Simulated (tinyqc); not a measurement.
# One-sided p+-n junction, ionisation integral and breakdown, step by step

Computed by the program tinyqc: `OMP_NUM_THREADS=1 python tinyqc.py 2120114 2120115 out.jsonl`, one thread of a shared Intel Xeon 2.30GHz, about 0.05 s for the whole run. Printed values are rounded.

A p+ layer at x < 0 and an n drift layer from x = 0. Depletion approximation, built-in voltage neglected. Local ionisation coefficients alpha_n = an exp(-(bn/E)^mx), alpha_p = ap exp(-(bp/E)^mx). Electrons move towards +x, holes towards x = 0.

Parameters, values chosen for the exercise; material values close to those of silicon:
- eps_r = 11.8 (relative permittivity)
- an = 7.03e5 1/cm (prefactor of the electron ionisation coefficient)
- bn = 1.26e6 V/cm (field constant for electrons)
- ap = 1.54e6 1/cm (prefactor of the hole ionisation coefficient)
- bp = 1.97e6 V/cm (field constant for holes)
- mx = 1 (exponent)
- N = 4.7e15 cm^-3 (donor density of the drift layer)
- V = 70.6 V (reverse voltage)
- fr = 0.5 (share of the depleted width that the grid covers)

Constants: q = 1.602176634e-19 C, eps0 = 8.8541878128e-14 F/cm where lengths are in cm. Results are converted to the units shown.

## Field and ionisation coefficients on a grid

W = sqrt(2 eps0 eps_r V/(q N)), peak field E0 = q N W/(eps0 eps_r), falling linearly to 0 at W. Grid: 14 equal steps from 0 to fr W.

W = 4.426175 um

```
point	x (um)	E (kV/cm)	alpha_n (1/cm)	alpha_p (1/cm)
0	0.000000	319.0113	13540.08	3203.386
1	0.158078	307.6181	11697.42	2548.468
2	0.316155	296.2248	9992.458	1992.087
3	0.474233	284.8315	8429.096	1526.792
4	0.632311	273.4383	7010.227	1144.522
5	0.790388	262.0450	5737.496	836.7295
6	0.948466	250.6518	4611.080	594.5370
7	1.106544	239.2585	3629.469	408.9204
8	1.264621	227.8652	2789.250	270.9223
9	1.422699	216.4720	2084.944	171.8819
10	1.580777	205.0787	1508.890	103.6713
11	1.738855	193.6854	1051.233	58.91893
12	1.896932	182.2922	700.0361	31.20152
13	2.055010	170.8989	441.5685	15.18050
14	2.213088	159.5057	260.7876	6.663430
```

## Ionisation integrals by the trapezoid rule

G(x) = integral from 0 to x of (alpha_n - alpha_p); I_n = integral of alpha_n exp(-G) (electrons injected at x = 0), I_p = integral of alpha_p exp(G(end) - G) (holes injected at the far edge); M = 1/(1 - I). All integrals by the trapezoid rule on the grid.

```
point	G	alpha_n exp(-G) (1e4 1/cm)
0	0.0000000	1.354008
1	0.1540123	1.002775
2	0.2895586	0.748029
3	0.4073476	0.560883
4	0.5082644	0.421692
5	0.5933614	0.316978
6	0.6638428	0.237410
7	0.7210439	0.176481
8	0.7664033	0.129611
9	0.8014285	0.093549
10	0.8276558	0.065949
11	0.8466056	0.045084
12	0.8597351	0.029631
13	0.8683917	0.018529
14	0.8737703	0.010885
```

I_n = 0.7159414
I_p = 0.3122299
M_n = 3.520401
M_p = 1.453974

A grid of 1500 steps over the whole width gives I_n = 0.7132 and I_p = 0.3099; the coarse I_n is 0.38 % above and the coarse I_p 0.76 % above those values. Electrons multiply more: on this coarse grid M - 1 is 5.55 times as large for them.

## Breakdown voltage by secant steps

G(x) = integral from 0 to x of (alpha_n - alpha_p); I_n = integral of alpha_n exp(-G) (electrons injected at x = 0), I_p = integral of alpha_p exp(G(end) - G) (holes injected at the far edge); M = 1/(1 - I). Secant steps on ln I_n(V) = 0 with the integrals on a fine grid (1500 steps), from the points V = 68.1 and 82.6 V; stop when the step is below 1e-7 of V.

Course of the iteration:
```
step	V (V)	I_n	change of V (V)
1	82.6	0.9342293	2.90
2	85.49685	0.9834595	0.941
3	86.43769	0.9990606	0.0562
4	86.49387	0.9999861	8.42e-4
5	86.49471	1.000000	7.13e-7
```

Breakdown at 86.495 V, with a peak field of 353.1 kV/cm and W = 4.899 um. The integral for holes reaches 1 at the same voltage.
